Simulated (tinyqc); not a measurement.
Floating body of a partially depleted SOI transistor: body voltage and kink: one step of the calculation.

Source at 0 V. Channel current Ic = 2 nf K Vt^2 [F(0) - F(Vd)](1 + la Vd), F(V) = ln^2(1 + exp((Vg - VT - nf V)/(2 nf Vt))), VT = VT0 - gb Vb. Saturation voltage Vs = 2 Vt sqrt(F(0)) + 3 Vt, excess Ve = (Vd - Vs + sqrt((Vd - Vs)^2 + 0.0004 V^2))/2, multiplication M1 = Ai Ve exp(-Bl/Ve). Each junction passes D(v) = J1 (exp(v/Vt) - 1) + J2 (exp(v/(2 Vt)) - 1). Bipolar current Ib = bb J1 (exp(Vb/Vt) - 1). The body settles where M1 (Ic + Ib) = D(Vb) + D(Vb - Vd) + Vb/Rb; drain current Id = (1 + M1)(Ic + Ib) - D(Vb - Vd).

Problem. New Vb. Current into the body I_in = M1 (Ic + Ib) - D(Vb - Vd), current out I_out = D(Vb) + Vb/Rb; f = ln(I_in/I_out), s = df/dVb by central differences over 1e-5 V, Vb(new) = Vb - f/s.

Values chosen for this exercise; values of the order met in partially depleted silicon-on-insulator transistors:
- T = 398 K (temperature)
- VT0 = 0.34 V (threshold at zero body voltage)
- gb = 0.35 (fall of the threshold per volt of body voltage)
- nf = 1.38 (slope factor)
- K = 120 uA/(V^2 um) (gain factor per width)
- la = 0.06 1/V (channel-length modulation factor)
- Ai = 3.29 1/V (impact-ionisation prefactor)
- Bl = 4.9 V (impact-ionisation voltage)
- J1 = 7.5e-10 uA/um (diffusion saturation current of each junction)
- J2 = 9.5e-8 uA/um (recombination saturation current of each junction)
- bb = 1 (gain of the lateral bipolar transistor on the diffusion current)
- Rb = 1e9 kohm um (resistance of a weak body tie to the source (1e9 stands for no tie, and the term is then dropped))
- Vg = 0.4 V (gate voltage)
- Vd = 1.6 V (drain voltage)

Constants: q = 1.602176634e-19 C, kB = 1.380649e-23 J/K, Vt = kB T/q. Results are converted to the units shown.

Vb at the start = 0.75 V

Find: Ic; Ve; M1; I_in; I_out; f; s; Vb after iteration 1.

Solution.

Ic = 5.0514 uA/um
Ve = 1.2613 V
M1 = 0.085263
I_in = 0.63156 uA/um
I_out = 2.3611 uA/um
f = -1.3187
s = -19.383 1/V
Vb after iteration 1 = 0.68197 V

Range of the model: The multiplication law is an empirical form chosen for the exercise; self-heating and capacitive coupling to the body are left out, and the linear laws are rough once Vb passes about 0.7 V or M1 about 0.1.

Numbers from tinyqc (`OMP_NUM_THREADS=1 python tinyqc.py 2182226 2182227 out.jsonl`; about 0.2 s on one thread of a shared Intel Xeon 2.30GHz).
